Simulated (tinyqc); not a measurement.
Tight binding, honeycomb lattice, step by step. One step of it, computed by the program tinyqc.

Problem. Bloch Hamiltonian at k. H_AB = -t1 (1 + exp(-i k.a1) + exp(-i k.a2)); H_AA = delta - 2 t2 sum cos(k.b + phi), H_BB = -delta - 2 t2 sum cos(k.b - phi), b = a1, a2 - a1, -a2.

Parameters chosen for this model:
```
parameter     value                        unit
t1         1.590000                 eV, nearest
t2                0       eV, second neighbours
phi        1.100000  rad, phase of t2 (Haldane)
delta      0.700000          eV, +/- on A and B
```

k point k (fractions of the reciprocal vectors): -0.260000  0.180000

Give: H(k) at k.

Solution.

H(k) at k (eV):
```
                 A                B
A           0.7000  -2.1672-0.1482i
B  -2.1672+0.1482i          -0.7000
```
